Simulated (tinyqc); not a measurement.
Schottky barrier on an n-type semiconductor, non-linear Poisson equation by Newton steps: one step of the calculation.

One dimension, metal at x = 0, donor density C(x) = Nd, uniform. Energies are counted from the electron Fermi level of the semiconductor and the conduction-band edge is Ec = -psi, so n = Nc exp(psi/Vt); holes follow the Fermi level of the metal, at -V, so p = Nv exp((V - psi - Eg)/Vt). Ends: psi(0) = V - phiB and psi = Vt ln(Nd/Nc) deep inside. Boltzmann statistics, full ionisation, no current, no image force in the Poisson equation.

Question. Densities, residual and Jacobian diagonal. n_i = Nc exp(psi_i/Vt), p_i = Nv exp((V - psi_i - Eg)/Vt), rho_i = p_i - n_i + C_i, g_i = (n_i + p_i)/Vt. Box widths w_i = (h_(i-1) + h_i)/2 in cm. Residual F_i = a_i (psi_(i+1) - psi_i) - a_(i-1) (psi_i - psi_(i-1)) + q rho_i w_i; Jacobian: a_(i-1) and a_i beside the diagonal, b_i = -a_(i-1) - a_i - q g_i w_i on it. The two end nodes are fixed.

Inputs (values chosen for the exercise); band and dielectric values close to those of cadmium telluride:
- T = 300 K (temperature)
- Eg = 1.52 eV (band gap)
- Nc = 7.97e17 cm^-3 (conduction-band density of states at T)
- Nv = 1.8e19 cm^-3 (valence-band density of states at T)
- V = 0 V (bias of the metal against the semiconductor)

Constants: q = 1.602176634e-19 C, kB = 1.380649e-23 J/K, Vt = kB T/q. Results are converted to the units shown.

```
node  x (nm)  psi at the start (V)  donor density C (cm^-3)
0          0           -0.71000000                   4.8e16
1         16           -0.67793133                   4.8e16
2         35           -0.63984978                   4.8e16
3       57.7           -0.59435236                   4.8e16
4       84.6           -0.54043690                   4.8e16
5        117           -0.47549784                   4.8e16
6        155           -0.39933475                   4.8e16
7        200           -0.30914161                   4.8e16
8        254           -0.20090985                   4.8e16
9        318           -0.07263517                   4.8e16
```

coupling a_i, interval 0 to 8 (F/cm^2): 5.6445447e-7  4.7533008e-7  3.9785337e-7  3.3573500e-7  2.7874295e-7  2.3766504e-7  2.0069492e-7  1.6724577e-7  1.4111362e-7

Give: n; p; residual F; diagonal b.

Answer.

```
node  n (cm^-3)  p (cm^-3)
0      9.4185e5   4.4450e5
1      3.2562e6   1.2857e5
2      1.4205e7      29471
3      8.2562e7     5070.8
4      6.6454e8     629.99
5      8.1931e9     51.099
6     1.5593e11     2.6849
7     5.1063e12   0.081987
8     3.3599e14  0.0012460
9     4.8000e16  8.7219e-6
```

```
node  residual F (1e-8 C/cm^2)  diagonal b (F/cm^2)
1                       1.3458           -1.0398e-6
2                       1.6035           -8.7318e-7
3                       1.9072           -7.3359e-7
4                       2.2802           -6.1448e-7
5                       2.7070           -5.1641e-7
6                       3.1915           -4.3836e-7
7                       3.8064           -3.6810e-7
8                       4.5056           -3.2064e-7
```

Numbers from tinyqc (`OMP_NUM_THREADS=1 python tinyqc.py 2020135 2020136 out.jsonl`; about 0.07 s on one thread of a shared Intel Xeon 2.30GHz).
